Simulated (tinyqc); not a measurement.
Electroplating on a thin resistive seed layer: kinetics, Wagner number and the terminal effect across a wafer: one step, computed by the program tinyqc.

Current enters the seed at the rim. The bath is treated as a local resistance per area (no lateral flow in the liquid), two electrons per ion, molar volume 7.11 cm^3/mol, Faraday constant F = e N_A, kinematic viscosity 0.01 cm^2/s, omega = 2 pi x rpm/60; k_B T/e is in volts.

Task: Linear estimate of the terminal effect. Linearised: with R_t = kinetic + bath resistance the current density obeys (1/r)(r i')' = i R_s/R_t, so i = A I_0(r/l), l = sqrt(R_t/R_s); with x = R/l, edge/centre = I_0(x) and edge/mean = x I_0(x)/(2 I_1(x)). Voltage drop in the seed for a uniform current: i R_s R^2/4.

Inputs (values chosen for the exercise, of the order of those for copper plating from an acid sulfate bath): wafer radius R = 10 cm; mean current density = 8.1 mA/cm^2; temperature T = 298 K.

kinetic resistance = 6.216329 ohm cm^2

bath resistance R_b = 12.5 ohm cm^2

sheet resistance R_s = 6.133333 ohm/square

Give: length l; x = R/l; edge over centre, linear; edge over mean, linear; drop for uniform current.

Result:

length l = 1.747 cm

x = R/l = 5.725

edge over centre, linear = 52.32

edge over mean, linear = 3.153

drop for uniform current = 1242 mV
